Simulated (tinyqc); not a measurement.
## Weibull slope from two areas

Problem. Oxide breakdown times follow a Weibull law, F = 1 - exp(-(t/t63)^beta). For defects spread at random t63 goes as A^(-1/beta). Find beta and the time at which the share Fp of the area-A2 devices has failed, t63(A2) (-ln(1 - Fp))^(1/beta).

Parameters, values chosen for the exercise:

| symbol | value | unit | meaning |
|---|---|---|---|
| A1 | 82 | um^2 | area of a test capacitor |
| A2 | 3.7e6 | um^2 | gate area of the product |
| Fp | 1e-5 |  | allowed share of failed products |

t63 at the areas A1 and A2 (s): [2100, 125.13546]

Answer. beta = ln(A2/A1)/ln(t63(A1)/t63(A2)).

beta = 3.80
time to Fp = 6.05 s

tinyqc, about 0.01 s, one thread, Intel Xeon 2.30GHz (shared host): `OMP_NUM_THREADS=1 python tinyqc.py 2070081 2070082 out.jsonl`
